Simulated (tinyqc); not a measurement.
# Effect of the position of a charge sheet

One sheet of 1.4e12 cm^-2 lies at the depth x from the gate; it shifts Vfb by -(q/eps0) Q s, with s = x/e2 in layer 2 and t2/e2 + (x - t2)/e1 in layer 1, and it induces the share s/(t1/e1 + t2/e2) of its image in the semiconductor.

Inputs (values chosen for the exercise): thickness of layer 1, next to the semiconductor t1 = 1.5 nm; relative permittivity of layer 1 e1 = 8.88; thickness of layer 2, next to the gate t2 = 5.3 nm; relative permittivity of layer 2 e2 = 22.7.

Constants: q = 1.602176634e-19 C, eps0 = 8.8541878128e-14 F/cm where lengths are in cm. Results are converted to the units shown.

Results:
```
x (nm)  shift (mV)  image in the semiconductor (%)
0                0                               0
0.85       -9.4860                          9.3054
2.55       -28.458                          27.916
3.4        -37.944                          37.222
4.25       -47.430                          46.527
5.1        -56.916                          55.833
5.95       -77.691                          76.212
6.8        -101.94                          100.00
```

Estimate the missing row, x = 1.7 nm.

Computed row:
```
x (nm)  shift (mV)  image in the semiconductor (%)
1.7        -18.972                          18.611
```

With this row back in the table: The shift grows from 0 at the gate to -102 mV at the semiconductor, by -11.2 mV/nm in layer 2 and -28.5 mV/nm in layer 1, the ratio of the permittivities. A sheet between the layers has 58.0 % of its full effect.

Numbers from tinyqc (`OMP_NUM_THREADS=1 python tinyqc.py 2010137 2010138 out.jsonl`; about 0.01 s on one thread of a shared Intel Xeon 2.30GHz).
